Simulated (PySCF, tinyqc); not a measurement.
Inside a calculation. Method: CIS and TDHF on RHF in the sto-3g basis, for H3-, spin multiplicity 1. The basis has no diffuse functions, so it cannot describe the extra electron: this is an exercise in the method, not the real anion. The lowest restricted solution is unstable here: a spin-polarised one lies 0.0808 hartree lower (PySCF). One step of it, computed by the program tinyqc.

Question. CIS matrix, triplets. A(ia,jb) = (e_a - e_i) d_ij d_ab - (ij|ab).

orbital energies (hartree): [-0.208639, 0.651726, 1.041801]

Two-electron integrals over orbitals (pq|rs), unique and non-zero (hartree):
```
(11|11) 0.633104    (21|11) -0.032200   (21|21) 0.119327    (22|11) 0.575281
(22|21) 0.103626    (22|22) 0.722925    (31|31) 0.160599    (32|31) -0.075762
(32|32) 0.049629    (33|11) 0.628289    (33|21) -0.083930   (33|22) 0.517171
(33|33) 0.688218
```

Give: CIS matrix A, triplet.

Answer.

CIS matrix A, triplet (hartree), order 1>3, 2>3:
```
[[0.622, 0.084],
 [0.084, -0.127]]
```
